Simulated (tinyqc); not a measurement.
Bond unit of a tetrahedral oxide and its oxygen vacancy in tight binding, step by step. Values are carried at full precision from step to step, so a last printed digit may differ when a step is redone from the rounded ones.

Two sp3 hybrids h1, h2 at eh = (es + 3 ep)/4 point at one oxygen with orbitals s, px, py, pz; x joins the two cations, z bisects the angle phi, and th = (180 - phi)/2. With u = hbar^2/(m d^2) = 2c/d^2, c = hbar^2/2m0: Vhs = -(1.32 + sqrt3 x 1.42) u/2 and Vhp = (1.42 + sqrt3 x 2.22) u/2. <h|s> = Vhs for both; <h1|px> = Vhp cos(th), <h2|px> = -Vhp cos(th); <h|pz> = Vhp sin(th) for both; py is a lone pair. The unit holds 8 electrons. Coupling between units, which widens the levels into bands, is left out.

Constants: hbar^2/2m0 = 3.80998211 eV angstrom^2.

Inputs chosen for the exercise (near tabulated values for SiO2; shifted at random, so the results belong to these values and not to a real crystal): es = -14.59 eV (s level of the cation); ep = -7.61 eV (p level of the cation); eos = -33.54 eV (s level of oxygen); eop = -16.97 eV (p level of oxygen); d = 1.63 angstrom (cation-oxygen distance); phi = 166 degrees (bond angle at oxygen); R = 3.25 angstrom (cation-cation distance across the vacancy).

## Level and couplings

Form eh, u, Vhs, Vhp and th.

eh (hybrid level) = -9.3550 eV
u = 2.8680 eV

Vhs, Vhp (eV): -5.4198  7.5502

th = 7.0 degrees

## The matrix

Fill it in.

H (eV), lower triangle:
```
         h1       h2         s        px        py        pz
h1  -9.3550
h2        0  -9.3550
s   -5.4198  -5.4198  -33.5400
px   7.4939  -7.4939         0  -16.9700
py        0        0         0         0  -16.9700
pz   0.9201   0.9201         0         0         0  -16.9700
```

## Levels, weights and charge

Diagonalise; the four lowest levels are filled. The excess of electrons on oxygen is twice the oxygen weight of the filled levels less 6.

levels (eV): -35.7715  -24.4237  -17.1193  -16.9700  -6.9742  -1.9013

weights:
```
    level 1  level 2  level 3  level 4  level 5  level 6
h1    0.039    0.165    0.006    0.000    0.454    0.335
h2    0.039    0.165    0.006    0.000    0.454    0.335
s     0.922    0.000    0.003    0.000    0.076    0.000
px    0.000    0.669    0.000    0.000    0.000    0.331
py    0.000    0.000    0.000    1.000    0.000    0.000
pz    0.000    0.000    0.984    0.000    0.015    0.000
```

highest filled to lowest empty = 9.9958 eV
excess electrons on oxygen = 1.156

The highest filled level is the py orbital of oxygen (100 %) and the lowest empty one is 91 % cation hybrid, even under exchange of the two cations. The spacing is that of an isolated unit and exceeds the gap of the solid.

## The odd block in closed form

The combination (h1 - h2)/sqrt2 couples to px alone, with W2 = sqrt2 Vhp cos(th); W3 = (eh - eop)/2; levels (eh + eop)/2 -/+ sqrt(W2^2 + W3^2); polarity W3/sqrt(W2^2 + W3^2).

W2, W3 (eV): 10.5980  3.8075

levels of the odd block (eV): -24.4237  -1.9013

polarity = 0.3381

## The neutral oxygen vacancy

Without the oxygen the two hybrids face each other at distance R and couple by -V2, V2 = 3.22 x 2c/R^2, c = hbar^2/2m0: a bond at eh - V2 with two electrons and an antibond at eh + V2. Levels are measured from eop, the lone-pair level that stands for the top of the valence band.

Form V2 and the two levels above eop. R is a chosen distance; in real silica the neutral vacancy relaxes to about 2.5 angstrom.

V2 = 2.3230 eV

levels above eop (eV): bond 5.2920, lone hybrid 7.6150, antibond 9.9380

bond-antibond splitting = 4.6459 eV

The filled bond lies 5.29 eV above the lone pairs, so it can trap a hole; the antibond lies below the lowest empty level of the intact unit (10.00 eV). A lone hybrid, as in a dangling bond, sits at 7.61 eV.

## Checks

- Levels of the odd block against the full matrix: they agree to 1e-10 or better.

Run: tinyqc, `OMP_NUM_THREADS=1 python tinyqc.py 1450630 1450631 out.jsonl`; Intel(R) Xeon(R) Processor @ 2.30GHz, one thread, shared host; about 0.01 s of CPU time with all checks.
